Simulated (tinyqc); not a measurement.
p-n diode with diffusion and depletion-layer recombination: effect of the neutral width of the n side.

Abrupt junction in the depletion approximation, low injection, full ionisation, neutral widths fixed, ohmic contact on the p side. Vj is the junction voltage; where a series resistance Rs is given, V = Vj + J Rs is the terminal voltage.

ni = sqrt(Nc Nv) exp(-Eg/(2 Vt)), Eg in volts; D = mu Vt; Ln = sqrt(Dn tn), Lp = sqrt(Dp tp); J0n = q ni^2 Dn coth(wp/Ln)/(Ln Na); J0p = (q ni^2 Dp/(Lp Nd)) (s + tanh(wn/Lp))/(1 + s tanh(wn/Lp)), s = Sp Lp/Dp. J_diff = (J0n + J0p)(exp(Vj/Vt) - 1). Vbi = Vt ln(Na Nd/ni^2), W = sqrt(2 eps0 eps_r (Vbi - Vj)(1/Na + 1/Nd)/q), xp = W Nd/(Na + Nd), xn = W Na/(Na + Nd); u(x) = q Na (x + xp)^2/(2 eps0 eps_r) for x < 0 and Vbi - Vj - q Nd (xn - x)^2/(2 eps0 eps_r) for x > 0; p = Na exp(-u/Vt), n = Nd exp((u - Vbi + Vj)/Vt); U = ni^2 (exp(Vj/Vt) - 1)/(tp (n + ni exp(Et/Vt)) + tn (p + ni exp(-Et/Vt))); J_scr = q times the integral of U from -xp to xn. J = J_diff + J_scr.

Inputs (values chosen for the exercise); band and dielectric values close to those of 4H silicon carbide:
```
symbol    value        unit                                               meaning
T           300           K                                           temperature
Eg         3.26          eV                                              band gap
eps_r      9.54                                             relative permittivity
Nc      1.69e19       cm^-3                conduction-band density of states at T
Nv      2.45e19       cm^-3                   valence-band density of states at T
Na       1.8e16       cm^-3                                      acceptor density
Nd       2.1e17       cm^-3                                         donor density
mun         710  cm^2/(V s)                       electron mobility in the p side
mup          59  cm^2/(V s)                           hole mobility in the n side
tn         9e-8           s                                     electron lifetime
tp         2e-7           s                                         hole lifetime
wp          7.5          um                           neutral width of the p side
Sp          1e7        cm/s               recombination velocity at the n contact
Et            0          eV                  trap level above the intrinsic level
Vj         1.71           V  junction voltage at which recombination is evaluated
```

Constants: q = 1.602176634e-19 C, kB = 1.380649e-23 J/K, Vt = kB T/q, eps0 = 8.8541878128e-14 F/cm where lengths are in cm. Results are converted to the units shown.

The same in every row: J0n (A/cm^2) = 1.719e-47; J_scr (A/cm^2) = 1.498e-12.

Effect of the neutral width of the n side:
```
wn (um),J0p (A/cm^2),J_diff (A/cm^2),J_scr/J (%),wn/Lp
0.2,4.104e-48,1.135e-18,100.0,0.03621
0.6,1.380e-48,9.898e-19,100.0,0.1086
2,4.309e-49,9.393e-19,100.0,0.3621
6,1.881e-49,9.263e-19,100.0,1.086
20,1.499e-49,9.243e-19,100.0,3.621
50,1.497e-49,9.243e-19,100.0,9.053
200,1.497e-49,9.243e-19,100.0,36.21
500,1.497e-49,9.243e-19,100.0,90.53
```

What does the comparison show?

As wn goes from 0.2 to 500, J0p falls from 4.10e-48 to 1.50e-49 A/cm^2, J_scr stays at 1.50e-12 A/cm^2 and its share stays near 100 %. J0p goes as wn^(-0.99) between the first two rows and wn^(0.00) between the last two; Lp = 5.52 um divides the short base from the long one.

Numbers from tinyqc (`OMP_NUM_THREADS=1 python tinyqc.py 2260129 2260130 out.jsonl`; about 0.01 s on one thread of a shared Intel Xeon 2.30GHz).
